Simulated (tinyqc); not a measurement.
Inside a calculation. Method: plane-wave Kohn-Sham cycle with exchange-only LDA in a layered model solid. One step of it, computed by the program tinyqc.

Problem. Iteration 2: potential. V_H(G) = 4 pi rho(G)/G^2 for G != 0 (uniform background); v_x = -(3 rho/pi)^(1/3); V = V_ext + V_H + v_x; Fourier components f(G_m) = (1/N) sum_j f(x_j) exp(-i G_m x_j).

A solid whose potential varies along x alone (atomic units):
```
parameter                      value
period a                   15.200000
cross-section of the cell  31.000000
electrons per cell                 4
grid points                       16
plane waves -n..n, n               3
k points                           3
V1 in V1 cos(2 pi x/a)     -0.710000
V2 in V2 cos(4 pi x/a)     -0.030000
```

density after iteration 1 (e/bohr^3): 0.00970970  0.00995927  0.00976487  0.00869268  0.00787269  0.00766096  0.00764312  0.00764294  0.00764064  0.00764294  0.00764312  0.00766096  0.00787269  0.00869268  0.00976487  0.00995927

Give: Potentials on the grid; V(G_m), m = 0, 1, 2, ....

Solution.

Potentials on the grid (hartree):
```
x          V_ext      V_H      v_x        V
0.0000   -0.7400   0.0985  -0.2101  -0.8515
0.9500   -0.6772   0.0913  -0.2119  -0.7977
1.9000   -0.5020   0.0679  -0.2105  -0.6447
2.8500   -0.2505   0.0309  -0.2025  -0.4221
3.8000    0.0300  -0.0087  -0.1959  -0.1746
4.7500    0.2929  -0.0419  -0.1941   0.0569
5.7000    0.5020  -0.0659  -0.1940   0.2422
6.6500    0.6347  -0.0803  -0.1940   0.3605
7.6000    0.6800  -0.0851  -0.1940   0.4009
8.5500    0.6347  -0.0803  -0.1940   0.3605
9.5000    0.5020  -0.0659  -0.1940   0.2422
10.4500   0.2929  -0.0419  -0.1941   0.0569
11.4000   0.0300  -0.0087  -0.1959  -0.1746
12.3500  -0.2505   0.0309  -0.2025  -0.4221
13.3000  -0.5020   0.0679  -0.2105  -0.6447
14.2500  -0.6772   0.0913  -0.2119  -0.7977
```

V(G_m), m = 0, 1, 2, ... (hartree): -0.2006  -0.3133  -0.0127  0.0000  0.0003  0.0002  0.0000
